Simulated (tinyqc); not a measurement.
# Planar ballistic transistor, top-of-the-barrier model: effects of single changes

At the top of the source barrier, states moving towards the drain are filled by the source (Fermi level 0) and states moving back by the drain (Fermi level -q Vd); nothing scatters. U is the shift of the band edge there, set by the capacitances CG, CD and CS (the total) and by the charge. Parabolic two-dimensional band; the source is grounded.

Values chosen for this exercise; mass and valleys close to those of a monolayer dichalcogenide:
```
symbol  value  unit                                                                 meaning
T         350     K                                                             temperature
m       0.498    m0                                                          effective mass
gv          2                                                             valley degeneracy
eox        22                                   relative permittivity of the gate insulator
tox       3.6    nm                                                     insulator thickness
aG       0.75                                                            gate control CG/CS
aD      0.076                                                           drain control CD/CS
E0       0.22    eV  band edge at the barrier top above the source Fermi level at zero bias
```

Constants: q = 1.602176634e-19 C, kB = 1.380649e-23 J/K, hbar = 1.054571817e-34 J s, m0 = 9.1093837015e-31 kg, Vt = kB T/q, eps0 = 8.8541878128e-14 F/cm where lengths are in cm. Results are converted to the units shown.

Each table varies one quantity; the others keep the values above.

## Output curve

N0 = gv m kB T/(pi hbar^2), CG = eps0 eox/tox, vT = sqrt(2 kB T/(pi m)), CS = CG/aG, n0 = n at U = 0 and Vd = 0. eta1 = -(E0 + U)/Vt, eta2 = eta1 - Vd/Vt, n = (N0/2)[F_0(eta1) + F_0(eta2)], F_0(x) = ln(1 + exp x). U = UL + q (n - n0)/CS with UL = -(aG Vg + aD Vd), energies in eV. I = q (N0/2) vT [F_(1/2)(eta1) - F_(1/2)(eta2)] per width, F_(1/2)(x) = (2/sqrt(pi)) int_0^infinity u^(1/2)/(1 + exp(u - x)) du. CQ = (q/Vt) dn/d(eta1).

In this table Vg = 0.6 V.

Output curve:
```
Vd (V)     eta1  n (cm^-2)  I (uA/um)  mean velocity I/(q n) (cm/s)   CQ/CS
0.01    0.34688  9.9284e12     185.56                      1.1665e6  5.0342
0.025   0.53255  9.7276e12     448.52                      2.8779e6  4.8810
0.05    0.78458  9.4709e12     825.90                      5.4428e6  4.5333
0.1      1.0789  9.2423e12     1287.3                      8.6935e6  3.8936
0.15     1.1882  9.2650e12     1452.2                      9.7831e6  3.6433
0.2      1.2340  9.3739e12     1509.6                      1.0052e7  3.5990
0.3      1.2931  9.6358e12     1569.2                      1.0165e7  3.6259
0.4      1.3475  9.9042e12     1622.1                      1.0222e7  3.6669
0.6      1.4546  1.0443e13     1728.9                      1.0333e7  3.7453
0.8      1.5600  1.0984e13     1838.2                      1.0445e7  3.8176
```

The current rises from 186 to 1840 uA/um; n goes from 9.93e12 through a minimum of 9.24e12 (at Vd = 0.1 V among the rows listed) to 1.10e13 cm^-2 and eta1 rises from 0.347 to 1.56. The resistance in the first row is 53.9 ohm um, though nothing scatters in the channel. The current passes 90 % of its last value at Vd = 0.6 V among the rows, where eta2 = -18; returning states are gone from Vd = 0.3 V on (eta2 < -7), and from there the drain control aD lifts eta1 from 1.29 to 1.56.

## Effect of the insulator thickness

Same model as above.

CQ = (q/Vt) dn/d(eta1). E0 is held fixed.

In this table Vg = 0.6 V, Vd = 0.6 V.

Results:
```
tox (nm)    eta1  n (cm^-2)  I (uA/um)  mean velocity I/(q n) (cm/s)   CQ/CS
0.5        5.565   3.494e13       8513                       1.521e7  0.6392
0.74       4.683   2.944e13       6684                       1.417e7  0.9409
1.1        3.777   2.384e13       4993                       1.307e7   1.380
2.4        2.158   1.423e13       2534                       1.111e7   2.761
3.6        1.455   1.044e13       1729                       1.033e7   3.745
5.4       0.8399   7.522e12       1173                       9.733e6   4.840
8         0.3117   5.403e12      805.2                       9.302e6   5.927
```

Estimate the missing row, tox = 1.6 nm.

Computed row:
```
tox (nm)   eta1  n (cm^-2)  I (uA/um)  mean velocity I/(q n) (cm/s)  CQ/CS
1.6       2.960   1.889e13       3653                       1.207e7  1.952
```

With this row back in the table: As tox goes from 0.5 to 8 nm, n falls from 3.49e13 to 5.40e12 cm^-2, the mean velocity falls from 1.52e7 to 9.30e6 cm/s and the current falls from 8510 to 805 uA/um. CQ/CS goes from 0.64 to 5.9. Over the range the current goes as tox^(-0.85) on average. For tox = 0.5 to 0.74 nm the insulator is under 1 nm thick, where gate tunnelling would matter.

tinyqc, about 0.01 s, one thread, Intel Xeon 2.30GHz (shared host): `OMP_NUM_THREADS=1 python tinyqc.py 2400097 2400098 out.jsonl`
